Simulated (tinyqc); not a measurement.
The whole curve: space-charge-limited current through a thin insulating or semi-insulating film with traps. Computed by tinyqc, a small Python program. Command: `OMP_NUM_THREADS=1 python tinyqc.py 3018459 3018460 out.jsonl sclc walk`. One thread of a shared host (Intel(R) Xeon(R) Processor @ 2.30GHz), about 0.01 s of CPU time with the checks.

One ohmic injecting contact at x = 0 (field zero), drift only, non-degenerate free carriers.

Inputs (values chosen for the exercise, modelled on semi-insulating GaN):

| quantity | value | unit |
|---|---|---|
| permittivity eps | 9.7 | - |
| band mobility mu | 310 | cm^2/(V s) |
| effective density of states N_c | 2.2e+18 | 1/cm^3 |
| trap density N_t | 2.2e+17 | 1/cm^3 |
| equilibrium Fermi level below the band edge, E_0 | 0.83 | eV |
| thickness d | 70 | nm |
| temperature T | 300 | K |
| characteristic temperature T_c | 700 | K |

Traps: exponential tail.

Constants: k_B = 8.617333262e-05 eV/K; eps_0 = 8.8541878128e-12 F/m; e = 1.602176634e-19 C.

Method:
- Free density n_0 = N_c exp(-E_0/k_B T) in equilibrium; trapped density n_t(n) = N_t (n/N_c)^(T/T_c) (the low-temperature form).
- J = e mu n F and (eps eps_0/e) dF/dx = n - n_0 + n_t(n) - n_t(n_0) = rho(n). With F = J/(e mu n): d = (eps eps_0 J/(e^2 mu)) I_1 and V = (eps eps_0 J^2/(e^3 mu^2)) I_2, I_k = int_(n_L)^infinity dn/(n^(k+1) rho(n)), n_L the density at the anode; with u = n_L/n, 200 Gauss-Legendre points in t, u = 1 - (1 - t)^2.
- The last column is d ln J/d ln V up to the next row.

Current against voltage:

| n_L (1/cm^3) | V (V) | J (A/cm^2) | slope |
|---|---|---|---|
| 2.60e+04 | 2.7691e-07 | 6.2997e-14 | 2.0724 |
| 3.90e+05 | 4.5345e-06 | 2.0684e-11 | 3.0436 |
| 5.90e+06 | 1.7324e-05 | 1.2227e-09 | 3.2453 |
| 8.80e+07 | 5.7871e-05 | 6.1275e-08 | 3.3057 |
| 1.30e+09 | 1.8620e-04 | 2.9175e-06 | 3.3239 |
| 2.00e+10 | 6.0379e-04 | 1.4561e-04 | 3.3266 |
| 2.90e+11 | 1.9056e-03 | 6.6624e-03 | 3.3139 |
| 4.40e+12 | 6.1683e-03 | 3.2673e-01 | 3.2523 |
| 6.60e+13 | 2.0470e-02 | 1.6162e+01 | 3.0426 |
| 9.80e+14 | 7.5912e-02 | 8.7159e+02 | 2.6224 |
| 1.50e+16 | 3.9770e-01 | 6.7055e+04 | 2.2376 |
| 2.20e+17 | 3.3841e+00 | 8.0759e+06 | - |

What follows from these numbers?

The slope starts at 2.07, peaks at 3.3 between 6.04e-4 and 0.00191 V and ends at 2.24. Rows below 0.26 V (10 k_B T/e) are formal, since diffusion from the contact rules there. Self-heating is left out, although J V exceeds 1e5 W/cm^2 at the last row. The last rows ignore velocity saturation (mu V/d above 1e7 cm/s). An exponential tail gives the power law T_c/T + 1 = 3.33, which the middle rows approach.

Extremes, crossings and ranges named in words are read from the listed rows.
